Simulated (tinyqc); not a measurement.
Five forms on the same table: equation-of-state fits to an energy-volume table made by a known binding curve. Computed by tinyqc, a small Python program. Command: `OMP_NUM_THREADS=1 python tinyqc.py 3026915 3026916 out.jsonl eosfit walk`. One thread of a shared host (Intel(R) Xeon(R) Processor @ 2.30GHz), about 0.02 s of CPU time with the checks.

With x = (V/V_0)^(1/3), the energy per atom is E = D [exp(-2 eta (x - 1)) - 2 exp(-eta (x - 1))], so that B0 = 2 D eta^2/(9 V_0) and B' = 1 + eta. B' = dB/dP at P = 0.

Inputs (values chosen for the exercise, for a model crystal):
```
quantity                                 value             unit
cohesive energy D                         3.46          eV/atom
true volume V_0                           36.5  angstrom^3/atom
stiffness eta                             2.83                -
half-width of the volume window w         0.12                -
shift of the window centre s             0.023                -
points N                                     5                -
compression V/V_0 for the pressure test   0.85                -
noise amplitude                          0.079              meV
```

Binding curve: Morse. Noise: added.

Constants: 1 eV/angstrom^3 = 160.2176634 GPa.

Method:
- B0 and B' from the formulas above; P = -dE/dV at V = c V_0 (c the compression chosen), from the curve itself.
- Table: V_j = V_0 [1 + s + w (2 j/(N - 1) - 1)], j = 0..N-1, rounded to 0.001; E_j from the curve plus the noise amplitude times the listed numbers xi_j (xi_0 first), rounded to 1e-7 eV.
- Murnaghan: E = E0 + (B0 V/B') [(V0/V)^B'/(B' - 1) + 1] - B0 V0/(B' - 1), P = (B0/B') [(V0/V)^B' - 1].
- Birch-Murnaghan: E = E0 + (9 V0 B0/16) [y^3 B' + y^2 (2 - 4 y)], y = (V0/V)^(2/3) - 1; P = (3 B0/2) (x^7 - x^5) [1 + (3/4)(B' - 4)(x^2 - 1)], x = (V0/V)^(1/3).
- Vinet: E = E0 + (9 B0 V0/h^2) {1 + [h (1 - x) - 1] exp(h (1 - x))}, P = 3 B0 (1 - x) x^-2 exp(h (1 - x)), x = (V/V0)^(1/3), h = (3/2)(B' - 1).
- All are least-squares fits to the energies; for polynomials in V, B0 = V E'' and B' = -1 - V E'''/E'' at the minimum.

numbers xi_j, drawn evenly from -1 to 1: 0.4896  0.1997  0.8642  0.4231  0.9752

exact B0 = 27.0305 GPa

exact B' = 3.83

exact pressure at c V_0 = 5.96650 GPa

Table:
```
V (angstrom^3)      E (eV)
32.960          -3.4258855
35.149          -3.4555029
37.339          -3.4583635
39.530          -3.4413237
41.719          -3.4093011
```

Fitted values:
```
form             V0 (angstrom^3)  B0 (GPa)       B'  P at c V_0 (GPa)
exact                     36.500    27.030   3.8300            5.9665
parabola in V             36.833    25.175  -1.0000                 -
cubic in V                36.520    27.648   3.3306                 -
Murnaghan                 36.495    26.893   3.9126            6.1016
Birch-Murnaghan           36.498    27.009   3.8509            5.9982
Vinet                     36.499    27.049   3.8279            5.9631
```

What does the comparison show, and why?

In B0 the Vinet form comes closest (+0.07 %) and the parabola in V form misses most (-6.86 %). A parabola in V has no third derivative, so its B' is -1 by construction. At c V_0, beyond the window, the pressure errors are Murnaghan +2.3 %, Birch-Murnaghan +0.5 %, Vinet -0.1 %; Murnaghan keeps B linear in P and so runs too stiff under compression.

Extremes, crossings and ranges named in words are read from the listed rows.
